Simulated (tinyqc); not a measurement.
Quantum well in an electric field by finite differences: one step. Lowest levels on the coarse grid. Two cases, with inputs chosen for the exercise.

Problem. Diagonalise the symmetric tridiagonal matrix; give the three lowest levels and the weights u_i^2 (sum 1) of the two lowest.

Case 1.

diagonal H_ii (eV): [0.313005, 0.321105, 0.336729, 0.103880, 0.122506, 0.130606, 0.128180, 0.377229, 0.377805, 0.385905]

H_(i,i+1) (eV): [-0.045228, -0.045228, -0.052752, -0.063278, -0.063278, -0.063278, -0.052752, -0.045228, -0.045228]

Case 2.

diagonal H_ii (eV): [1.030495, 1.043235, 1.055975, 1.155117, 0.905070, 1.072622, 1.085362, 1.098102, 1.110842, 0.968770, 1.244297, 1.170635, 1.183375, 1.196115]

H_(i,i+1) (eV): [-0.304652, -0.304652, -0.304652, -0.391054, -0.545866, -0.545866, -0.545866, -0.545866, -0.545866, -0.391054, -0.304652, -0.304652, -0.304652]

Give: levels; weights on the points.

Solution.

Case 1.

levels (eV): [0.0173, 0.0723, 0.1489]

weights on the points, rows level 1, level 2:
```
[[0.000, 0.000, 0.007, 0.247, 0.373, 0.269, 0.101, 0.002, 0.000, 0.000],
 [0.000, 0.001, 0.015, 0.364, 0.039, 0.200, 0.370, 0.012, 0.000, 0.000]]
```

Case 2.

levels (eV): [0.0616, 0.2624, 0.5289]

weights on the points, rows level 1, level 2:
```
[[0.000, 0.000, 0.002, 0.020, 0.128, 0.205, 0.230, 0.200, 0.136, 0.069, 0.009, 0.001, 0.000, 0.000],
 [0.000, 0.003, 0.013, 0.060, 0.222, 0.144, 0.008, 0.058, 0.212, 0.225, 0.046, 0.007, 0.001, 0.000]]
```

Computed by tinyqc, one run a case: `OMP_NUM_THREADS=1 python tinyqc.py N N+1 out.jsonl` with N = 1251688, 1252699; one thread of a shared Intel(R) Xeon(R) Processor @ 2.30GHz, about 0.02 s a run at most.
